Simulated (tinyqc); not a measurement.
Thresholds of impact ionisation and Auger recombination from band masses, step by step. Values are carried at full precision from step to step, so a last printed digit may differ when a step is redone from the rounded ones.

Parabolic bands, no phonon. At threshold the three slow carriers share one velocity. With M their total mass and m4 the mass of the fast carrier, the fast carrier has the kinetic energy E_T = G M/(M - m4) and the slow ones together E_a = G m4/(M - m4), the activation energy of the Auger rate. CCCH (fast electron): G = Eg, M = 2 me + mh, m4 = me. CHHS (hole into the split-off band): G = Eg - Dso, M = 2 mh + me, m4 = ms; this form holds for Eg > Dso (below, the process needs about Dso - Eg and is marked by a dash). CHHL (hole into the light band): G = Eg, M = 2 mh + me, m4 = ml. CHHH (fast heavy hole): G = Eg, M = 2 mh + me, m4 = mh.

Constants: kB = 8.617333262e-05 eV/K; hbar^2/2m0 = 3.80998211 eV angstrom^2.

Inputs chosen for the exercise (near those of CdTe, gap at low temperature and not tied to T; the results hold for these values, not for the real material):
```
symbol  value   unit  meaning
Eg      1.605   eV    gap at Gamma to the s-like level
Dso     0.92    eV    spin-orbit splitting
me      0.0969  m0    electron mass at Gamma
mh      0.59    m0    heavy-hole mass
ms      0.26    m0    split-off mass
ml      0.1156  m0    light-hole mass
T       350     K     temperature
```

## Thresholds of four processes

Give G, M, m4, E_T, E_a and E_a/kT.

Results:
```
process  G (eV)       M      m4  E_T (eV)  E_a (eV)  E_a/kT
CCCH     1.6050  0.7838  0.0969    1.8314    0.2264    7.51
CHHS     0.6850  1.2769  0.2600    0.8601    0.1751    5.81
CHHL     1.6050  1.2769  0.1156    1.7648    0.1598    5.30
CHHH     1.6050  1.2769  0.5900    2.9836    1.3786   45.71
```

The lowest activation energy is that of CHHL (160 meV), then CHHS (175 meV). At equal G a light fast carrier takes up the energy with little momentum, so little is asked of the slow ones; CHHH asks 0.86 Eg. For equal masses E_T would be 3/2 Eg; for electrons here it is 1.141 Eg.

## Momenta at the CCCH threshold

At the threshold of the parabolic CCCH process the fast electron has E_T = Eg M/(M - me), M = 2 me + mh, and the slow carriers E_a = E_T - Eg together. It has k4 = sqrt(me E_T/c), c = hbar^2/2m0; the slow carriers share k4 in proportion to their masses. Give the wave vectors and kinetic energies, and check that they add up to E_a.

k4 = 0.21582 1/angstrom

electron, electron, hole (1/angstrom): 0.02668  0.02668  0.16246

their kinetic energies (meV): 27.99  27.99  170.43

sum = 226.42 meV

The hole carries 75 % of the momentum and of the energy of the slow carriers.

## Non-parabolicity raises the threshold

Non-parabolic fast electron: E (1 + alpha E) = c k^2/me with alpha = (1 - me)^2/Eg; the slow carriers stay parabolic, so E_T = Eg + me E_T (1 + alpha E_T)/M, M = 2 me + mh (the root between Eg and 1.9 Eg).

Give alpha, E_T, E_a = E_T - Eg and k4.

alpha = 0.5082 1/eV
E_T = 2.1685 eV
E_a = 0.5635 eV
k4 = 0.34048 1/angstrom

E_a is 2.49 times the parabolic value, since an electron at E_T above the edge has 1 + alpha E_T = 2.10 times the squared momentum, and E_T itself is 1.18 times higher. In the real crystal the L valleys lie below this energy, so the fast electron may not stay in the Gamma valley.

## Temperature dependence

For non-degenerate carriers at fixed densities the Auger coefficient goes as exp(-E_a/kT), up to slowly varying powers of T. Give exp(-E_a/kT) for the parabolic and the non-parabolic CCCH value, and the characteristic temperature T0 = kT^2/E_a of each.

Boltzmann factors: 0.0005492  7.689e-09

T0 (K): 47  19

Non-parabolicity lowers the factor by 7.1e+04 times; direct CCCH is then negligible, and processes with lower thresholds, or assisted by phonons or defects, take over.

## Checks

- Largest energy that an electron at k4 can give to a pair, by numerical search, against Eg (eV): both 1.6050.

tinyqc: `OMP_NUM_THREADS=1 python tinyqc.py 1850962 1850963 out.jsonl`; about 0.01 s, one thread, shared Intel(R) Xeon(R) Processor @ 2.30GHz.
